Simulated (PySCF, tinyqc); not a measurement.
Inside a calculation. Method: RKS/B3LYP (VWN-RPA form) in the sto-6g basis, for H3-, spin multiplicity 1. The basis has no diffuse functions, so it cannot describe the extra electron: this is an exercise in the method, not the real anion. The lowest restricted solution is unstable here: a spin-polarised one lies 0.0866 hartree lower (PySCF). One step of it, computed by the program tinyqc.

Question. Iteration 2: diagonalisation and new density. Diagonalise F' = X^T F X, C = X C', fill 2 alpha and 2 beta electrons from the bottom; D = 2 C_occ C_occ^T. Each column has its largest component positive (the first on a tie).

extrapolated F (hartree), order 1H 1s, 2H 1s, 3H 1s:
$$\begin{pmatrix}
0.283895 & -0.036453 & -0.037192 \\
-0.036453 & 0.293758 & -0.036427 \\
-0.037192 & -0.036427 & 0.293043
\end{pmatrix}$$

X, order 1H 1s, 2H 1s, 3H 1s:
$$\begin{pmatrix}
1.088072 & -0.003369 & 0.426988 \\
-0.554299 & -0.925766 & 0.421398 \\
-0.548262 & 0.929273 & 0.421355
\end{pmatrix}$$

Give: F' = X^T F X; orbital energies; coefficients C; D after iteration 2.

Answer.

F' = X^T F X (hartree):
$$\begin{pmatrix}
0.581 & 0.000 & -0.004 \\
0.000 & 0.568 & -0.001 \\
-0.004 & -0.001 & 0.117
\end{pmatrix}$$

orbital energies (hartree): MO1 0.116, MO2 0.567, MO3 0.581

coefficients C, order 1H 1s, 2H 1s, 3H 1s:
$$\begin{pmatrix}
0.436 & -0.024 & 1.084 \\
0.416 & 0.941 & -0.534 \\
0.418 & -0.914 & -0.576
\end{pmatrix}$$

D after iteration 2, order 1H 1s, 2H 1s, 3H 1s:
$$\begin{pmatrix}
0.382 & 0.317 & 0.409 \\
0.317 & 2.114 & -1.372 \\
0.409 & -1.372 & 2.020
\end{pmatrix}$$
